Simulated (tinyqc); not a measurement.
# Reverse leakage of an n+-p junction: diffusion, generation, trap-assisted and band-to-band tunnelling: leakage components against the reverse bias

One-sided abrupt junction in the depletion approximation, x from the junction (0) to W on the p side, field F = F0 (1 - x/W). Flat quasi-Fermi levels, long p side. Traps generate through SRH with both lifetimes shortened by 1 + Gamma (Hurkx enhancement, form for moderate fields); band-to-band generation is local and needs a total bending above Eg.

ni = sqrt(Nc Nv) exp(-Eg/(2 Vt)), Eg in volts; Vbi = Vt ln(Na Nd/ni^2); W = sqrt(2 eps0 eps_r (Vbi + VR)/(q Na)); F0 = 2 (Vbi + VR)/W; FG = sqrt(24 mt m0 (kB T)^3)/(q hbar); J_diff = q ni^2 sqrt(Dn/tau)(1 - exp(-VR/Vt))/Na. u = (Vbi + VR)(1 - x/W)^2, p = Na exp(-u/Vt), n = Nd exp((u - Vbi - VR)/Vt); G0 = ni^2 (1 - exp(-VR/Vt))/(tau (n + p + 2 ni cosh(Et/Vt))); Gamma = 2 sqrt(3 pi)(F/FG) exp((F/FG)^2); trap-assisted part G0 Gamma; G_bb = Ab F^2.5 exp(-Bb/F) with F in V/cm, zero unless Vbi + VR > Eg, and counted as zero under 1 cm^-3 s^-1. Currents are q times the integrals over 0 to W; J_bb under 1e-8 of J is printed as 0; rows with F0/FG above 2.2, beyond the range of this Gamma, are left out.

Values chosen for this exercise; band and dielectric values close to those of silicon:
- T = 350 K (temperature)
- Eg = 1.11 eV (band gap)
- eps_r = 11.8 (relative permittivity)
- Nc = 3.58e19 cm^-3 (conduction-band density of states at T)
- Nv = 3.33e19 cm^-3 (valence-band density of states at T)
- Na = 1.7e16 cm^-3 (acceptor density of the lighter side)
- Nd = 5e19 cm^-3 (donor density of the heavier side)
- tau = 3e-7 s (SRH lifetime of both carriers at zero field)
- Et = 0 eV (trap level above the intrinsic level)
- mt = 0.24 m0 (tunnelling mass)
- Dn = 6.4 cm^2/s (electron diffusion coefficient on the lighter side)
- Ab = 7.6e14 cm^-0.5 V^-2.5 s^-1 (band-to-band prefactor)
- Bb = 1.83e7 V/cm (band-to-band field constant)

Constants: q = 1.602176634e-19 C, kB = 1.380649e-23 J/K, hbar = 1.054571817e-34 J s, m0 = 9.1093837015e-31 kg, Vt = kB T/q, eps0 = 8.8541878128e-14 F/cm where lengths are in cm. Results are converted to the units shown.

The same in every row: J_bb (A/cm^2) = 0.

Leakage components against the reverse bias:
```
VR (V)  F0 (kV/cm)  F0/FG  J_diff (A/cm^2)  J_SRH (A/cm^2)  J_TAT (A/cm^2)  J (A/cm^2)              largest part
0.2           75.4  0.166          5.39e-9         4.91e-7         3.09e-7     8.06e-7            SRH generation
0.7           91.1  0.200          5.39e-9         1.23e-6         9.56e-7     2.19e-6            SRH generation
1.2            104  0.229          5.39e-9         1.81e-6         1.61e-6     3.42e-6            SRH generation
1.7            116  0.255          5.39e-9         2.29e-6         2.27e-6     4.57e-6            SRH generation
2.2            127  0.279          5.39e-9         2.72e-6         2.94e-6     5.67e-6  trap-assisted tunnelling
2.7            137  0.300          5.39e-9         3.11e-6         3.62e-6     6.74e-6  trap-assisted tunnelling
3.2            146  0.321          5.39e-9         3.47e-6         4.31e-6     7.79e-6  trap-assisted tunnelling
3.7            155  0.340          5.39e-9         3.81e-6         5.01e-6     8.82e-6  trap-assisted tunnelling
4.2            163  0.358          5.39e-9         4.12e-6         5.72e-6     9.84e-6  trap-assisted tunnelling
```

J rises from 8.06e-7 to 9.84e-6 A/cm^2. SRH generation leads at VR = 0.2, trap-assisted tunnelling from 2.2 on. The ratio J_TAT/J_SRH goes from 0.630 to 1.39 as F0/FG goes from 0.166 to 0.358.

Range of the model: The n+ side is degenerate, so Vbi from Boltzmann statistics is only a guide.

Computed by the program tinyqc: `OMP_NUM_THREADS=1 python tinyqc.py 2290127 2290128 out.jsonl`, one thread of a shared Intel Xeon 2.30GHz, about 0.01 s for the whole run.
